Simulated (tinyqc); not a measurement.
X-ray photoelectron analysis of a thin oxide on a semiconductor: attenuation lengths, thickness, angle series and band offsets: one step, computed by the program tinyqc.

The same element is seen in the oxide and in the substrate, at nearly the same kinetic energy; films are flat and uniform, and the work function is ignored.

Task: Peak ratio. R_0 = (rho_o/M_o) L_o/((rho_s/M_s) L_s); peak ratio R = I_ox/I_sub = R_0 [exp(d/(L_o cos theta)) - 1]; hence d = L_o cos theta ln(1 + R/R_0). A carbon layer weakens both peaks alike, by exp(-d_C/(L_o cos theta)) if its L is taken equal to L_o. This R_0 leaves out intrinsic losses from the substrate peak, so calibrated values can be larger.

Inputs (values chosen for the exercise, modelled on SiO2 on silicon):
```
quantity                        value     unit
oxide density                    2.25   g/cm^3
oxide formula mass              60.08    g/mol
substrate density                2.33   g/cm^3
substrate formula mass          28.09    g/mol
oxide thickness d                 1.4       nm
emission angle from the normal      0  degrees
carbon overlayer                 0.29       nm
```

L in the oxide = 3.338683 nm

L in the substrate = 2.688092 nm

Give: R_0; d/(L_o cos theta); ratio R; oxide share of the counts; attenuation by carbon; depth 3 L_o cos theta.

Result:

R_0 = 0.5608

d/(L_o cos theta) = 0.4193

ratio R = 0.2921

oxide share of the counts = 0.2261

attenuation by carbon = 0.9168

depth 3 L_o cos theta = 10.02 nm
